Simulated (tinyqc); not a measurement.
Order-disorder in a binary alloy on two sublattices: Bragg-Williams and pair (quasi-chemical) approximations: one step, computed by the program tinyqc.

All z = 6 neighbours of a site lie on the other sublattice. B fills the sublattices with x + eta/2 and x - eta/2; energies are per site, from the pure components: u = -z w y with y the probability of an A-B bond taken in one order.

Problem. Critical temperatures. Bragg-Williams: k_B T_c = 2 z w x (1 - x). Pair approximation at x = 1/2: k_B T_c = w/ln(z/(z - 2)).

Inputs (values chosen for the exercise, for a model alloy): ordering energy w = (e_AA + e_BB)/2 - e_AB = 35.1 meV; fraction x of B = 0.46.

Lattice: simple cubic (z = 6).

Constants: k_B = 8.617333262e-05 eV/K.

Give: T_c, Bragg-Williams; T_c, pair approximation at x = 1/2.

Solution.

T_c, Bragg-Williams = 1214 K

T_c, pair approximation at x = 1/2 = 1005 K

At x = 1/2 the pair value is 0.822 of the Bragg-Williams one; the ratio tends to 1 as z grows.
